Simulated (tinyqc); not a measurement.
What moves the results: polytypes by hexagonality, and a cubic inclusion as a quantum well. A value that a table varies takes the place of the one given here.

Gap: E3 + (E2 - E3) h. Valence top Ev2 h and polarisation P2 h, both counted from 3C; Ec = Ev + gap.

A cubic inclusion of width L = N d in the host (h = 1) is a well of depth V = Ec(host) - Ec(3C). Square well with mass mismatch: k tan(k L/2) = (m_w/m_b) q, k = sqrt(m_w E/c), q = sqrt(m_b (V - E)/c), c = hbar^2/2m0, lowest root. The depth of the level, V - E, is its binding, and the transition to the valence top of the host is gap(host) - (V - E). The step in polarisation gives a field |F| = |P|/(eps eps0) in a thin inclusion, eps0 = 8.8541878e-12 F/m.

Constants: hbar^2/2m0 = 3.80998211 eV angstrom^2.

Parameters, chosen for this exercise (of the order of those of GaAs; shifted at random, so the results belong to these values and not to a real crystal): E3 = 1.513 eV (gap of the cubic polytype); E2 = 1.526 eV (gap of 2H); Ev2 = 0.135 eV (valence top of 2H above that of 3C); P2 = 0.0018 C/m^2 (spontaneous polarisation of 2H); m = (0.069, 0.064) m0 (electron mass along c in the cubic layer and in the host); d = 3.266 angstrom (thickness of a double layer); eps = 12.6 (dielectric constant); N = 18 (double layers in the cubic inclusion).

## Width of the inclusion

Without the field: square well. With it, the potential inside is |F| (z - L/2), the host conduction edge lies at V - |F| L/2 on one side and V + |F| L/2 on the other, and the lowest level E_F is found by finite differences (step 0.25 angstrom, wide box, good to about 1 meV). Holes sit in the host on the high side, so the transition is gap(host) - V + E_F - |F| L/2. A dash: bound by less than 2 meV or not at all.

Results:

| N | L (angstrom) | depth (eV) | transition (eV) | depth below the low side, with field (eV) | transition with field (eV) |
|---|---|---|---|---|---|
| 2 | 6.53 | 0.004 | 1.522 | - | - |
| 4 | 13.06 | 0.014 | 1.512 | 0.005 | 1.500 |
| 6 | 19.60 | 0.027 | 1.499 | 0.014 | 1.481 |
| 10 | 32.66 | 0.055 | 1.471 | 0.032 | 1.442 |
| 15 | 48.99 | 0.081 | 1.445 | 0.047 | 1.400 |
| 20 | 65.32 | 0.099 | 1.427 | 0.055 | 1.366 |
| 30 | 97.98 | 0.119 | 1.407 | 0.059 | 1.309 |

The square well binds a level even at N = 2 (4 meV), as any symmetric one-dimensional well does; the depth grows to 119 of 148 meV, and the transition tends to E3 - Ev(host) = 1.378 eV. With the field the level is bound by 2 meV or more for N = 4, 6, 10, 15, 20 and 30, and the transition is lowered by 13 meV at N = 4 and 98 meV at N = 30, where |F| L/2 = 79 meV. Free carriers or surface charge screen the field and the step between the two sides; with the field removed every row returns to its square-well depth, and the attraction to the hole, left out here, binds the electron further.

## What each parameter does

Well depth, depth of the level, transition without the field and field. Each row changes one parameter from the base and keeps the others.

Results:

| case | V (eV) | depth (eV) | transition (eV) | \|F\| (MV/cm) |
|---|---|---|---|---|
| base | 0.1480 | 0.0926 | 1.4334 | 0.161 |
| N = 19 | 0.1480 | 0.0959 | 1.4301 | 0.161 |
| Ev2 = 0.165 eV | 0.1780 | 0.1180 | 1.4080 | 0.161 |
| E3 = 1.493 eV | 0.1680 | 0.1095 | 1.4165 | 0.161 |
| E2 = 1.556 eV | 0.1780 | 0.1180 | 1.4380 | 0.161 |
| P2 = 0.0023 C/m^2 | 0.1480 | 0.0926 | 1.4334 | 0.206 |
| eps = 13.6 | 0.1480 | 0.0926 | 1.4334 | 0.149 |
| m = (0.083, 0.064) m0 | 0.1480 | 0.0955 | 1.4305 | 0.161 |

The largest shifts from the base row, up to three for each result and ties (the steps differ in size, so this ranks the rows, not the parameters). V (eV): Ev2 +0.0300, E2 +0.0300, E3 +0.0200; unchanged at the printed digits by N, P2, eps and m. depth (eV): Ev2 +0.0254, E2 +0.0254, E3 +0.0168; unchanged at the printed digits by P2 and eps. transition (eV): Ev2 -0.0254, E3 -0.0168, E2 +0.0046; unchanged at the printed digits by P2 and eps. |F| (MV/cm): P2 +0.045, eps -0.012; unchanged at the printed digits by N, Ev2, E3, E2 and m.

(tinyqc, `OMP_NUM_THREADS=1 python tinyqc.py 1881112 1881113 out.jsonl`, Intel(R) Xeon(R) Processor @ 2.30GHz, 1 thread, shared host, about 0.09 s.)
